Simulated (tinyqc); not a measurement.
## Trap density from the capacitance step

Problem. A junction with shallow donors Nd and a deep trap has C_HF = eps0 eps_r/W and C_LF = eps0 eps_r (Nd + Nt)/(Nd W + Nt xt), xt = W - lam. Find W, xt and Nt.

Inputs (values chosen for the exercise): relative permittivity eps_r = 11.8; shallow donor density Nd = 1.6e15 cm^-3.

Constants: eps0 = 8.8541878128e-14 F/cm where lengths are in cm. Results are converted to the units shown.

C_HF = 15.247665 nF/cm^2
C_LF = 18.839393 nF/cm^2
lam = 373.68055 nm

Answer. C_HF gives W. With y = C_LF/C_HF, Nt/Nd = (y - 1)/(1 - y xt/W).

W = 685 nm
xt = 312 nm
Nt = 8.60e14 cm^-3

tinyqc, about 0.01 s, one thread, Intel Xeon 2.30GHz (shared host): `OMP_NUM_THREADS=1 python tinyqc.py 2050036 2050037 out.jsonl`
